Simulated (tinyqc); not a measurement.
Worked calculation: one-electron ion in a basis of Gaussians. One step of it, computed by the program tinyqc.

Problem. Matrices over normalised Gaussians. With p = a_i + a_j and I(k) = Gamma((k+1)/2) / (2 p^((k+1)/2)): S = I(2l+2), T = (2l+3) a_i a_j S / p, V = -Z I(2l+1), each divided by sqrt(S_ii S_jj).

exponents of r^l exp(-a r^2) (1/bohr^2): [0.643600, 2.295000, 8.187000, 29.200000, 104.100000, 371.400000, 1325.000000]

Z = 4

l = 0

Give: S; T; V.

Solution.

S:
```
[[1.0000, 0.7523, 0.3749, 0.1566, 0.0618, 0.0240, 0.0092],
 [0.7523, 1.0000, 0.7522, 0.3748, 0.1566, 0.0618, 0.0240],
 [0.3749, 0.7522, 1.0000, 0.7522, 0.3750, 0.1566, 0.0618],
 [0.1566, 0.3748, 0.7522, 1.0000, 0.7524, 0.3749, 0.1566],
 [0.0618, 0.1566, 0.3750, 0.7524, 1.0000, 0.7521, 0.3747],
 [0.0240, 0.0618, 0.1566, 0.3749, 0.7521, 1.0000, 0.7521],
 [0.0092, 0.0240, 0.0618, 0.1566, 0.3747, 0.7521, 1.0000]]
```

T (hartree):
```
[[0.9654, 1.1344, 0.6710, 0.2958, 0.1186, 0.0462, 0.0178],
 [1.1344, 3.4425, 4.0448, 2.3925, 1.0550, 0.4226, 0.1646],
 [0.6710, 4.0448, 12.2805, 14.4296, 8.5379, 3.7634, 1.5076],
 [0.2958, 2.3925, 14.4296, 43.8000, 51.4695, 30.4461, 13.4201],
 [0.1186, 1.0550, 8.5379, 51.4695, 156.1500, 183.4645, 108.4991],
 [0.0462, 0.4226, 3.7634, 30.4461, 183.4645, 557.1000, 654.5558],
 [0.0178, 0.1646, 1.5076, 13.4201, 108.4991, 654.5558, 1987.5000]]
```

V (hartree):
```
[[-5.1208, -5.8206, -5.0278, -3.8611, -2.8542, -2.0860, -1.5197],
 [-5.8206, -9.6699, -10.9912, -9.4939, -7.2914, -5.3890, -3.9386],
 [-5.0278, -10.9912, -18.2639, -20.7597, -17.9334, -13.7713, -10.1783],
 [-3.8611, -9.4939, -20.7597, -34.4922, -39.2062, -33.8663, -26.0062],
 [-2.8542, -7.2914, -17.9334, -39.2062, -65.1262, -74.0251, -63.9363],
 [-2.0860, -5.3890, -13.7713, -33.8663, -74.0251, -123.0130, -139.8219],
 [-1.5197, -3.9386, -10.1783, -26.0062, -63.9363, -139.8219, -232.3475]]
```
